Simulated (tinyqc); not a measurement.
# Worked calculation: MOSFET in the linear regime without short-channel effects, parameter extraction from computed curves

Numbers from tinyqc (`OMP_NUM_THREADS=1 python tinyqc.py 2210085 2210086 out.jsonl`; about 0.01 s on one thread of a shared Intel Xeon 2.30GHz). Printed values are rounded.

Inversion charge Q = Cox n Vt W0(exp((Vg - VT)/(n Vt))), W0 the Lambert function and n = nf; u = Q/Cox; mobility mu = mu0/(1 + th1 u + th2 u^2); channel resistance Rch = (L - dL)/(W mu Q); Id = Vd/(Rch + Rsd/W). Cox = eps0 eox/tox. Small Vd, no channel-length or drain effects.

Parameters, values chosen for the exercise; channel values of the order met in silicon transistors:
```
symbol,value,unit,meaning
T,300,K,temperature
eox,3.9,,relative permittivity of the gate insulator (close to silicon dioxide)
tox,5.1,nm,insulator thickness
mu0,120,cm^2/(V s),low-field mobility
th1,0.18,1/V,first mobility attenuation factor
th2,0.28,1/V^2,second mobility attenuation factor
VT,0.27,V,threshold voltage
nf,1.09,,body factor
W,10,um,gate width
L,0.11,um,drawn gate length
dL,0.008,um,drawn less effective length
Rsd,99,ohm um,source plus drain resistance
Vd,0.025,V,drain voltage
```

Constants: q = 1.602176634e-19 C, kB = 1.380649e-23 J/K, Vt = kB T/q, eps0 = 8.8541878128e-14 F/cm where lengths are in cm. Results are converted to the units shown.

## Transfer curve

Vg, point 0 to 10 (V): 0.11  0.19  0.27  0.35  0.43  0.51  0.59  0.67  0.75  0.83  0.91

u, mu, Rch and Id as defined.

```
point       u (V)  mu (cm^2/(V s))  Rch (ohm)    Id (uA)
0      9.60492e-5          119.998  1.30704e6  0.0191270
1      0.00155925          119.966    80534.5   0.310388
2       0.0159813          119.647    7878.45    3.16923
3       0.0591197          118.622    2148.13    11.5846
4        0.119329          117.020    1078.82    22.9627
5        0.186714          115.012    701.516    35.1412
6        0.257641          112.680    518.914    47.2756
7        0.330613          110.080    413.931    58.9858
8        0.404902          107.259    346.876    70.0721
9        0.480101          104.261    300.955    80.4232
10       0.555967          101.127    267.941    89.9796
```

## Threshold and mobility at the peak transconductance

gm_i = (Id_(i+1) - Id_(i-1))/(Vg_(i+1) - Vg_(i-1)); at the point j of largest gm the tangent meets the axis at V_ext = Vg_j - Id_j/gm_j; field-effect mobility gm_j L/(W Cox Vd) with the drawn L.

gm, point 1 to 9 (uS): 19.6881  70.4639  123.709  147.228  151.956  149.029  142.478  133.984  124.422
j = 5
V_ext = 0.278741 V
field-effect mobility = 98.7477 cm^2/(V s)

V_ext is 8.7 mV above the model VT, and the mobility so found is 24 % below mu0 L/(L - dL) = 129 cm^2/(V s), the value for the drawn L; attenuation, series resistance and the slow approach of Q to a straight line all lower the peak gm.

## The Y function

Y_i = Id_i/sqrt(gm_i). For Id = beta Vd x/(1 + th x), x = Vg - VT, Y = sqrt(beta Vd) x whatever th. Slope s from points 6 and 9; VT_Y = Vg - Y/s at point 9; beta = s^2/Vd; mobility beta L/(W Cox) with the drawn L; th* = (beta Vd x/Id - 1)/x at point 9.

Y, point 1 to 9 (uA^0.5 V^0.5): 0.0699523  0.377546  1.04155  1.89246  2.85074  3.87260  4.94167  6.05366  7.20997
s = 13.9057 uA^0.5 V^-0.5
VT_Y = 0.311510 V
beta = 7734.76 uA/V^2
mobility from Y = 125.660 cm^2/(V s)
th* = 0.475712 1/V

The mobility from Y is 2.9 % below mu0 L/(L - dL) = 129 cm^2/(V s), which it should reach in deep inversion when th2 = 0. th* compares with th1 + mu0 Cox Rsd/(L - dL) = 0.259 1/V, since series resistance enters like th1. The match is poor here: at these overdrives Q is not yet a straight line in Vg and th2 bends Y.
